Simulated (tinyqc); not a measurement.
Rapid thermal processing of a wafer: radiative balance, ramp and cooling, pattern effects, pyrometer error and spike budget. Changing the pyrometer wavelength. Computed by tinyqc, a small Python program. Command: `OMP_NUM_THREADS=1 python tinyqc.py 3113869 3113870 out.jsonl rtp sweep`. One thread of a shared host (Intel(R) Xeon(R) Processor @ 2.30GHz), about 0.04 s of CPU time with the checks.

The wafer is opaque and uniform through its thickness unless said otherwise; temperatures in formulas are in kelvin (C + 273.15). sigma = 5.670374419e-12 W/(cm^2 K^4).

Inputs (values chosen for the exercise, modelled on a hot silicon wafer):
```
quantity,value,unit
process temperature,924,C
starting temperature,450,C
error of the assumed emissivity,4.7,%
activation energy of the process E_a,4,eV
```

Constants: h = 6.62607015e-34 J s; c = 299792458 m/s; k_B = 1.380649e-23 J/K; k_B = 8.617333262e-05 eV/K.

Method. Signal proportional to eps/(exp(c2/(lambda T)) - 1), c2 = h c/k_B. If the assumed emissivity is too high by the given error, the reading T' solves (1 + error)/(exp(c2/(lambda T')) - 1) = 1/(exp(c2/(lambda T)) - 1). Wien estimate: T' - T = -lambda T^2 ln(1 + error)/c2. Process rates go as exp(-E_a/(k_B T)).

One run for each value:
```
pyrometer wavelength (micrometre),reading less true temperature (K),Wien estimate (K),c2/(lambda T),"rate at T over rate at T', less 1 (%)"
0.6,-2.739,-2.745,20.031,9.30
0.9,-4.103,-4.117,13.354,14.27
1.3,-5.918,-5.947,9.245,21.24
2.0,-9.059,-9.150,6.009,34.40
3.0,-13.331,-13.725,4.006,54.75
4.5,-18.890,-20.587,2.671,86.20
6.7,-25.113,-30.652,1.794,129.51
10.0,-31.371,-45.750,1.202,183.88
```

Over the rows, reading less true temperature (K) falls from -2.74 to -31.4 (exponent d ln y / d ln x 1.00 between the first rows and 0.56 between the last); Wien estimate (K) falls from -2.74 to -45.7 (exponent d ln y / d ln x about 1.0 throughout); c2/(lambda T) falls from 20.0 to 1.20 (exponent d ln y / d ln x about -1.0 throughout). At the low end the exponent of reading less true temperature is 1.00, close to 1: the Wien limit.

Caution (rows 1.30, 2.00, 3.00, 4.50, 6.70, 10.0): below about 600 C lightly doped silicon is partly transparent at this wavelength, so its emissivity is not yet the hot value early in the ramp.
